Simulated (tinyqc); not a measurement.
Effective-mass impurity with a central-cell term, in a basis of Slater functions: one step, computed by the program tinyqc. Command: `OMP_NUM_THREADS=1 python tinyqc.py 3025363 3025364 out.jsonl centralcell walk`. One thread of a shared host (Intel(R) Xeon(R) Processor @ 2.30GHz), about 0.01 s of CPU time with the checks.

The envelope obeys H = -nabla^2 - (2/r) [Z + A exp(-kappa r)] in effective units, with kappa = a*/lambda; positive A deepens the well near the core.

Task: Effective units. Units: Ry* = Ry m/eps^2 and a* = a_0 eps/m, with m in m_0. kappa = a*/lambda; the hydrogenic ground state is bound by Z^2 Ry*.

Inputs (values chosen for the exercise, with mass and screening modelled on ZnO):
```
quantity                   value      unit
effective mass m           0.279       m_0
dielectric constant eps     8.61         -
charge Z of the core           1         -
central-cell range lambda    2.4  angstrom
```

Impurity: donor, one isotropic band.

Constants: Ry = 13.605693123 eV; a_0 = 0.529177210903 angstrom.

Give: Ry*; a*; kappa; hydrogenic binding energy.

Result:

Ry* = 51.206 meV

a* = 16.331 angstrom

kappa = 6.8044 1/a*

hydrogenic binding energy = 51.206 meV
